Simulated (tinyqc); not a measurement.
# Current crowding under a contact, resistor ladder against the transmission-line model: effects of single changes

A metal contact of length d and width W on a thin layer of the same width. The metal has no resistance, the sheet resistance under it equals Rsh, and current enters the layer at the front edge x = 0.

Values chosen for this exercise:
- Rsh = 720 ohm/sq (sheet resistance of the semiconductor layer)
- rc = 5.8e-8 ohm cm^2 (specific contact resistivity)
- d = 0.15 um (contact length)
- W = 14 um (contact width)

Each table varies one quantity; the others keep the values above.

## Effect of the contact length

Transfer length Lt = sqrt(rc/Rsh); front resistance Rc = (Rsh Lt/W) coth(d/Lt); end resistance Re = (Rsh Lt/W)/sinh(d/Lt).

Effect of the contact length:

| d (um) | d/Lt | Rc W (ohm um) | rc/d (ohm um) | Re/Rc |
|---|---|---|---|---|
| 0.011 | 0.1226 | 529.9 | 527.3 | 0.9925 |
| 0.017 | 0.1894 | 345.2 | 341.2 | 0.9823 |
| 0.028 | 0.3120 | 213.8 | 207.1 | 0.9532 |
| 0.046 | 0.5125 | 136.9 | 126.1 | 0.8816 |
| 0.075 | 0.8356 | 94.55 | 77.33 | 0.7300 |
| 0.12 | 1.337 | 74.20 | 48.33 | 0.4914 |
| 0.2 | 2.228 | 66.14 | 29.00 | 0.2129 |
| 0.32 | 3.565 | 64.73 | 18.12 | 0.05653 |
| 0.53 | 5.905 | 64.62 | 10.94 | 0.005451 |

Rc W falls from 530 to 64.6 ohm um, as d^(-0.98) between the first two rows. It levels off at sqrt(rc Rsh) = 64.6 ohm um and, among the rows, is within 5 % of that from d = 0.2 um on (Lt = 0.0898 um): metal beyond two transfer lengths lowers Rc by less than 4 %.

## Effect of the contact resistivity

Same model as above.

Effect of the contact resistivity:

| rc (ohm cm^2) | Lt (um) | d/Lt | Rc W (ohm um) |
|---|---|---|---|
| 1.6e-9 | 0.014907 | 10.062 | 10.733 |
| 3.6e-9 | 0.022361 | 6.7082 | 16.100 |
| 8.1e-9 | 0.033541 | 4.4721 | 24.156 |
| 1.8e-8 | 0.050000 | 3.0000 | 36.179 |
| 4.2e-8 | 0.076376 | 1.9640 | 57.199 |
| 9.5e-8 | 0.11487 | 1.3059 | 95.809 |
| 2.2e-7 | 0.17480 | 0.85812 | 181.01 |
| 4.9e-7 | 0.26087 | 0.57499 | 361.90 |
| 1.1e-6 | 0.39087 | 0.38376 | 768.98 |
| 2.5e-6 | 0.58926 | 0.25456 | 1702.5 |

Read the table: what changes, and by how much?

Rc W rises from 10.7 to 1700 ohm um, as rc^(0.50) between the first two rows (d/Lt = 10) and rc^(0.97) between the last two (d/Lt = 0.25); a long contact gives the power 1/2 and a short one 1. In 1 of the 10 rows Lt is below 20 nm, near the thickness of a real layer, where current spreads in depth and the line model fails.

Program tinyqc, `OMP_NUM_THREADS=1 python tinyqc.py 2760112 2760113 out.jsonl`; Intel Xeon 2.30GHz, shared host, one thread, about 0.01 s.
